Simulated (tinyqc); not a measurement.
# Gate voltage for a given inversion charge

Problem. p-type body, charge-sheet picture, depletion and inversion only, full ionisation (an idealisation for deep acceptors), Boltzmann statistics (rough once Na exp(x - xn) passes about Nc/7). In units of Vt: xg = (Vg - Vfb)/Vt, x = psi/Vt, G = gamma/sqrt(Vt), xn = (2 phiF + Vc)/Vt. The implicit equation is (xg - x)^2 = G^2 [x - 1 + exp(x - xn)] for x above about 3. Cox = eps0 eox/tox. ni = sqrt(Nc Nv) exp(-Eg/(2 Vt)), Eg in volts; phiF = Vt ln(Na/ni); gamma = sqrt(2 q eps0 eps_r Na)/Cox. N_inv = (Cox Vt G/q) [sqrt(x - 1 + exp(x - xn)) - sqrt(x - 1)]. Find x - xn, psi and Vg.

Inputs (values chosen for the exercise); band and dielectric values close to those of silicon:
```
symbol    value   unit                                                                 meaning
T           350      K                                                             temperature
Eg         1.11     eV                                                                band gap
eps_r      11.8                                                          relative permittivity
Nc      3.52e19  cm^-3                                  conduction-band density of states at T
Nv      3.29e19  cm^-3                                     valence-band density of states at T
eox         3.9         relative permittivity of the gate insulator (close to silicon dioxide)
tox          19     nm                                                     insulator thickness
Na       1.8e16  cm^-3                                                        acceptor density
Vfb       -0.57      V                                                       flat-band voltage
Vc          0.2      V                                                    channel-body voltage
```

Constants: q = 1.602176634e-19 C, kB = 1.380649e-23 J/K, Vt = kB T/q, eps0 = 8.8541878128e-14 F/cm where lengths are in cm. Results are converted to the units shown.

N_inv = 1e11 cm^-2

Solution. N_inv rises steadily with x, so it fixes x; the implicit equation then gives xg directly.

x - xn = 2.67
psi = 0.935 V
Vg = 0.860 V

Numbers from tinyqc (`OMP_NUM_THREADS=1 python tinyqc.py 2122089 2122090 out.jsonl`; about 0.01 s on one thread of a shared Intel Xeon 2.30GHz).
